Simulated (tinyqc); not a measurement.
What moves the results: Boltzmann transport in a parabolic band with a power-law relaxation time. A value that a table varies takes the place of the one given here.

F_j(eta) = (1/Gamma(j + 1)) integral_0^infinity x^j dx/(1 + exp(x - eta)), which tends to exp(eta) for eta << 0.

n = N F_1/2(eta) with N = 2 (m kB T/(4 pi c))^(3/2) with c = hbar^2/2m0, in 1/angstrom^3; times 1e24 for 1/cm^3, m = md.

tau = tau0 x^r with x = E/kT. With K_j = Gamma(j + 1) F_j(eta): <tau> = tau0 (r + 3/2) K_(r+1/2)/((3/2) K_(1/2)); mu = <tau>/(mc m0/e), m0/e = 5.685630e-12 kg/C; Hall factor rH = (3/2) K_(1/2) (2r + 3/2) K_(2r+1/2)/((r + 3/2) K_(r+1/2))^2; Seebeck S = -(kB/e) [(r + 5/2) K_(r+3/2)/((r + 3/2) K_(r+1/2)) - eta]; Lorenz number L = (kB/e)^2 [(r + 7/2) K_(r+5/2)/((r + 3/2) K_(r+1/2)) - ((r + 5/2) K_(r+3/2)/((r + 3/2) K_(r+1/2)))^2]; kB/e in V/K. Valley anisotropy is left out of rH.

Constants: hbar^2/2m0 = 3.80998211 eV angstrom^2; kB = 8.617333262e-05 eV/K.

Values chosen for the exercise (masses near those of Ge; tau0 is set for a mobility of the usual size at this n, kL is a free input; freeze-out and phonon drag, which matter near 77 K, are left out; shifted at random, so the results belong to these values and not to a real crystal): md = 0.555 m0 (density-of-states mass); mc = 0.1196 m0 (conductivity mass); tau0 = 73 fs (tau at E = kT); r = 0.5 (exponent of tau); T = 300 K; kL = 1.3 W/(m K) (lattice thermal conductivity); ta = 77 fs (acoustic tau at E = kT and 300 K); ti = 53 fs (impurity tau at E = kT and 300 K); n = 1.6e+17 1/cm^3 (electron density).

## Doping: the thermoelectric optimum

tau0 is held fixed. sigma = e n mu with e = 1.602176634e-19 C; ZT = S^2 sigma T/(kL + L sigma T).

Results:
```
n (1/cm^3)    eta  mu (cm^2/(V s))  sigma (S/cm)     rH  S (microvolt/K)  L (1e-8)  S^2 sigma (mW/(m K^2))     ZT
1.0e+17     -4.64         1.62e+03          25.9  1.104             -659     2.228                    1.12   0.26
3.0e+17     -3.53         1.62e+03          77.9  1.104             -564     2.228                    2.48   0.55
1.0e+18     -2.31         1.63e+03           261  1.101             -460     2.228                    5.54    1.1
3.0e+18     -1.14         1.66e+03           799  1.096             -366     2.228                    10.7    1.8
6.0e+18     -0.34         1.71e+03      1.64e+03  1.088             -307     2.229                    15.5    1.9
1.0e+19      0.30         1.77e+03      2.83e+03  1.079             -264     2.232                    19.7    1.9
3.0e+19      2.05         2.02e+03      9.70e+03  1.051             -176     2.252                    30.0    1.1
5.0e+19      3.18         2.23e+03      1.78e+04  1.037             -139     2.276                    34.4   0.76
1.0e+20      5.32         2.64e+03      4.23e+04  1.020              -96     2.325                    38.8   0.38
3.0e+20     11.32         3.67e+03      1.76e+05  1.006              -49     2.400                    42.1  0.098
```

|S| falls by 198 microvolt/K from the first to the third row (198 a decade in the non-degenerate range; holes, which count near the intrinsic density, and non-parabolicity are left out). The power factor still rises at the last row, because tau grows with the Fermi energy for this r; ZT is largest at 6e+18 1/cm^3 (eta = -0.34). mu changes by a factor 2.27 over the table and rH goes from 1.104 to 1.006. A real tau0 would fall with doping.

## The scattering mechanism

eta = -4.16658

Same eta for each exponent.

Results:
```
r                                     mechanism  <tau>/tau0     rH  S (microvolt/K)  L (1e-8 W ohm/K^2)
-0.5                           acoustic phonons       0.751  1.177           -532.1               1.488
0.0                  a constant relaxation time       1.000  1.000           -575.1               1.858
0.5   polar optical or piezoelectric scattering       1.507  1.104           -618.1               2.228
1.5                          ionised impurities       4.529  1.928           -704.1               2.969
```

From r = -1/2 to 3/2 |S| grows by 172.0 microvolt/K, against 2 kB/e = 172.3 in the non-degenerate limit: scattering that favours fast electrons raises the mean energy carried. rH is 1 only for constant tau and reaches 1.928 for r = 3/2; L spans 1.488 to 2.969 against the metallic 2.443.

## Mobility against temperature (two scattering mechanisms together, and the Matthiessen rule)

Non-degenerate electrons. 1/tau(x) = x^(1/2)/tA + 1/(tI x^(3/2)), x = E/kT, with tA = ta (T/300)^(-3/2) and tI = ti (T/300)^(3/2) (the screening logarithm is held fixed). <tau> = integral x^(3/2) tau exp(-x) dx/Gamma(5/2); mu = <tau>/(mc m0/e), m0/e = 5.685630e-12 kg/C. Matthiessen: 1/mu = 1/muA + 1/muI with <tau>A = tA Gamma(2)/Gamma(5/2), <tau>I = tI Gamma(4)/Gamma(5/2).

rH = <tau^2>/<tau>^2. ta and ti are inputs of their own, not tied to tau0.

Mobilities (cm^2/(V s)):
```
T (K)  acoustic  impurity  Matthiessen  exact     rH  Matthiessen/exact
40     1.75e+04       171          170    166  1.848              1.022
60     9.52e+03       315          305    286  1.714              1.065
80     6.19e+03       484          449    397  1.565              1.131
120    3.37e+03       890          704    549  1.330              1.282
160    2.19e+03  1.37e+03          842    607  1.192              1.388
220    1.36e+03  2.21e+03          840    592  1.090              1.420
300         852  3.52e+03          686    508  1.040              1.349
400         553  5.42e+03          502    403  1.029              1.247
550         343  8.73e+03          330    287  1.042              1.149
```

The exact mobility peaks at 160 K of those listed. The two mechanisms are equal between 160 and 220 K. The rule overestimates everywhere, most at 220 K (by 42 %), since impurities stop the slow electrons and phonons the fast ones. rH runs between 1.029 and 1.848; the pure limits are 1.178 and 1.933, and the mixture dips below both, since the opposite energy slopes of the two rates leave tau nearly constant. Optical and intervalley phonons, left out, lower real mobilities above about 150 K.

## What moves the coefficients

sigma = e n mu with e = 1.602176634e-19 C; ZT = S^2 sigma T/(kL + L sigma T). Each row changes one parameter from the base and keeps the others.

Results:
```
case                mu (cm^2/(V s))  sigma (S/cm)  S (microvolt/K)     ZT
base                           1618         41.47           -618.1  0.358
md = 0.722 m0                  1617         41.45           -652.1  0.398
mc = 0.1555 m0                 1244         31.90           -618.1  0.277
n = 3.2e+17 1/cm^3             1620         83.07           -558.4  0.573
tau0 = 109.5 fs                2427         62.20           -618.1  0.531
kL = 0.65 W/(m K)              1618         41.47           -618.1  0.701
T = 350 K                      1617         41.46           -638.0  0.443
```

The largest shifts from the base row, up to three for each result and ties (the steps differ in size, so this ranks the rows, not the parameters). mu (cm^2/(V s)): tau0 +809, mc -373, n +2.57; unchanged at the printed digits by kL. sigma (S/cm): n +41.6, tau0 +20.7, mc -9.57; unchanged at the printed digits by kL. S (microvolt/K): n +59.7, md -34.0, T -19.9; unchanged at the printed digits by mc, tau0 and kL. ZT: kL +0.343, n +0.215, tau0 +0.173. The row for T keeps tau0 fixed; for phonon scattering tau0 itself falls as T rises.

(tinyqc, `OMP_NUM_THREADS=1 python tinyqc.py 1681837 1681838 out.jsonl`, Intel(R) Xeon(R) Processor @ 2.30GHz, 1 thread, shared host, about 0.01 s.)
